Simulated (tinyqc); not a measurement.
Inside a calculation. Model: precursor delivery by bubblers, mass-transport growth and the solid composition of a III-V alloy. Computed by tinyqc, a small Python program that keeps every step. Command: `OMP_NUM_THREADS=1 python tinyqc.py 3018812 3018813 out.jsonl movpe_thermo walk`. One thread of a shared host (Intel(R) Xeon(R) Processor @ 2.30GHz), about 0.01 s of CPU time with the checks. Intermediate numbers are printed to about 6 digits and carried at full precision; extremes and crossings named in words are read from the listed rows.

1 sccm = 44.615 micromol/min; 1 torr = 133.322 Pa. The sources decompose fully at the surface.

Inputs (values chosen for the exercise, modelled on triethylgallium (source 1) and trimethylindium (source 2) for the vapour pressures):

| quantity | value | unit |
|---|---|---|
| bath temperature T1 | 290 | K |
| bath temperature T2 | 304 | K |
| bubbler pressure p_b | 1400 | torr |
| carrier flow F1 | 160 | sccm |
| carrier flow F2 | 180 | sccm |
| total flow F_t | 7.7 | slm |
| group-V flow F_V | 66 | sccm |
| reactor pressure p | 760 | torr |
| growth temperature T | 1010 | K |
| diffusivity at 273 K and 760 torr | 0.35 | cm^2/s |
| flow cross-section A | 15 | cm^2 |
| distance from the leading edge z | 5.8 | cm |
| lattice constant a | 5.82 | angstrom |
| interaction L0 of the solid | 6.68 | kJ/mol |
| vapour fraction x_v of D among the group-V sources | 0.43 | - |
| exchange energy dG_x of AC + (1/2) D2 -> AD + (1/2) C2 | 4 | kJ/mol |

Alloy: mixing on the group-V sites.

constants a, b of source 1 (log10 torr, K): 8.081  2162

constants a, b of source 2 (log10 torr, K): 10.55  3014

Constants: k_B = 1.380649e-23 J/K; R = 8.314462618 J/(mol K).

## Bubblers

log10 p_v = a - b/T_bath; molar flow = F x 44.615 x p_v/(p_b - p_v) for a saturated bubbler.

vapour pressure 1 = 4.22501 torr

molar flow 1 = 21.6079 micromol/min

vapour pressure 2 = 4.32042 torr

molar flow 2 = 24.8596 micromol/min

One kelvin of bath error changes flow 1 by 5.9 % and flow 2 by 7.5 %.

## Partial pressures in the reactor

p_i = p n_i/(44615 F_t), F_t in slm; p_V = p F_V/(1000 F_t), counted per molecule supplied; V/III = 44.615 F_V/(n1 + n2); vapour fraction of source 2 = n2/(n1 + n2).

p_1 = 0.0478030 torr

p_2 = 0.0549966 torr

p_V = 6.51429 torr

V/III ratio = 63.3688

vapour fraction of source 2 = 0.534989

## Mass transport

Mean velocity u = (F_t/A)(760/p)(T/273); D = D0 (T/273)^1.75 (760/p); boundary layer delta = sqrt(pi D z/u); flux = D dp/(delta k_B T); growth rate = flux x a^3/4.

velocity u = 31.6524 cm/s

D = 3.45419 cm^2/s

boundary layer delta = 1.41013 cm

growth rate per torr of group III = 41.5524 micrometre/(h torr)

Caution: the boundary layer is a quarter or more of the root of the cross-section, so it fills much of the channel and depletion along the flow matters.

## Solid composition

At high V/III the group-V pressures at the surface equal those supplied, as dimers: p_D2/p_C2 = x_v/(1 - x_v). Equilibrium of the solid AC(1-x)D(x), A standing for the mix of both group-III metals: ln[x/(1 - x)] + L0 (1 - 2x)/(R T) = -dG_x/(R T) + (1/2) ln[x_v/(1 - x_v)]. Growth rate = rate per torr x (p_1 + p_2). Sensitivity dx/dx_v = [1/(2 x_v (1 - x_v))]/[1/(x (1 - x)) - 2 L0/(R T)].

solid fraction x = 0.273308

distribution coefficient x/x_v = 0.635600

dx/dx_v = 0.592322

growth rate = 4.27157 micrometre/h

The solid is poorer in D than the vapour. The growth rate is set by group III alone.

## Solid against vapour

At high V/III the group-V pressures at the surface equal those supplied, as dimers: p_D2/p_C2 = x_v/(1 - x_v). Equilibrium of the solid AC(1-x)D(x), A standing for the mix of both group-III metals: ln[x/(1 - x)] + L0 (1 - 2x)/(R T) = -dG_x/(R T) + (1/2) ln[x_v/(1 - x_v)].

Composition:

| x_v | x | x for L0 = 0 | x/x_v |
|---|---|---|---|
| 0.02 | 0.040994 | 0.081493 | 2.04968 |
| 0.05 | 0.066743 | 0.124712 | 1.33487 |
| 0.10 | 0.098532 | 0.171514 | 0.98532 |
| 0.25 | 0.176490 | 0.263932 | 0.70596 |
| 0.50 | 0.317042 | 0.383120 | 0.63408 |
| 0.75 | 0.530233 | 0.518237 | 0.70698 |
| 0.90 | 0.728150 | 0.650738 | 0.80906 |
| 0.95 | 0.817796 | 0.730250 | 0.86084 |
| 0.98 | 0.889919 | 0.812994 | 0.90808 |

dG_x = 4 kJ/mol favours AC: at x_v = 1/2 the ideal solid has x = 0.383. The positive L0 pushes x away from 1/2, to 0.317, and steepens the curve near x = 1/2; at L0 = 2 R T = 16.8 kJ/mol the slope would diverge.

Checks made by the program: the sensitivity to the bath against a difference (relative difference below 1e-10).
